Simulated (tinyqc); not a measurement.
Armchair graphene nanoribbon in tight binding: sweeps and comparisons. A value that a table varies takes the place of the one given here.

An armchair ribbon of N dimer lines, width (N - 1) sqrt3 acc/2, period 3 acc, one pz orbital a site. In line n, A_n binds to B_n with -t exp(ik/3), times (1 + d) in the two edge lines, and to B_(n-1) and B_(n+1) with -t exp(-ik/6); k runs from -pi to pi. For d = 0 the modes across the ribbon are sin(n p pi/(N + 1)), p = 1 to N, with E = -/+ t sqrt(1 + 4 c^2 + 4 c cos(k/2)), c = cos(p pi/(N + 1)).

Constants: hbar^2/2m0 = 3.80998211 eV angstrom^2.

Inputs chosen for the exercise (near those used for graphene; not measured data):
- t = 2.9 eV (hopping)
- acc = 1.42 angstrom (bond length)
- N0 = 21 (first width)
- d1 = 0.14 (edge correction)
- N = 6 (dimer lines)
- d = 0 (relative strengthening of the edge bonds)
- k = 2.01 (k times the period 3 acc)

## Three families of gaps

Nine widths from N0 on, gaps at k = 0 with d = 0 and d = d1.

Gaps:
```
N   family  width (angstrom)  gap, d = 0 (eV)  gap, d1 (eV)  gap x (N + 1) sqrt3 acc/2 (eV angstrom)
21      3p             24.60           0.4714        0.3737                                    10.11
22    3p+1             25.82           0.4632        0.5683                                    16.07
23    3p+2             27.05           0.0000        0.0953                                     2.81
24      3p             28.28           0.4156        0.3290                                    10.11
25    3p+1             29.51           0.4092        0.5015                                    16.03
26    3p+2             30.74           0.0000        0.0846                                     2.81
27      3p             31.97           0.3716        0.2938                                    10.12
28    3p+1             33.20           0.3665        0.4487                                    16.00
29    3p+2             34.43           0.0000        0.0761                                     2.81
```

Without edge correction the 3p+2 ribbons have no gap and the other two families nearly share one curve. With it the mean of the last column is 16.04 for 3p+1, 10.11 for 3p and 2.81 eV angstrom for 3p+2: the stronger edge bonds raise the gap of 3p+1, lower that of 3p and open one in 3p+2. Within a family the gap falls about as 1/width. One-electron gaps of this kind leave out the self-energy and exciton terms, which are large in narrow ribbons.

## Mass and gap go together

Nine widths from N0 on. Lowest conduction band for d = d1: m/m0 = c q^2/(E(q) - E(0)) with q = h/(3 acc), h = 0.001, c = hbar^2/2m0. Dirac rule: m = Eg/(2 v^2), that is m/m0 = c Eg/(hbar v)^2 with hbar v = 3 t acc/2.

Masses:
```
N   gap (eV)  mass (m0)  Dirac rule (m0)
21    0.3737     0.0340           0.0373
22    0.5683     0.0607           0.0567
23    0.0953     0.0094           0.0095
24    0.3290     0.0303           0.0329
25    0.5015     0.0531           0.0501
26    0.0846     0.0083           0.0085
27    0.2938     0.0273           0.0293
28    0.4487     0.0472           0.0448
29    0.0761     0.0075           0.0076
```

The ratio of mass to the Dirac rule runs from 0.91 (N = 21) to 1.07 (N = 22). Its mean is 0.92 for N = 3p, 1.06 for 3p+1 and 0.99 for 3p+2: the lowest modes of 3p and 3p+1 lie on opposite sides of the Dirac point, where the velocity along the ribbon differs. The largest gap (N = 22) and the heaviest mass (N = 22) belong to one ribbon.

## What each parameter does

Gap at k = 0, lowest positive level at k, and highest level at k = 0. Each row changes one parameter from the base and keeps the others.

Results:
```
case          gap (eV)  lowest level at k (eV)  top of the band (eV)
base            1.4325                  2.4623                8.1256
t = 3.045 eV    1.5041                  2.5854                8.5319
N = 7           1.3609                  2.5368                8.2585
d = 0.05        1.3330                  2.5318                8.1416
k = 1.608       1.4325                  2.2095                8.1256
```

The largest shifts from the base row, up to three for each result and ties (the steps differ in size, so this ranks the rows, not the parameters). gap (eV): d -0.0995, t +0.0716, N -0.0716; unchanged at the printed digits by k. lowest level at k (eV): k -0.2528, t +0.1231, N +0.0745. top of the band (eV): t +0.4063, N +0.1329, d +0.0160; unchanged at the printed digits by k.

Run: tinyqc, `OMP_NUM_THREADS=1 python tinyqc.py 1452199 1452200 out.jsonl`; Intel(R) Xeon(R) Processor @ 2.30GHz, one thread, shared host; about 0.05 s of CPU time with all checks.
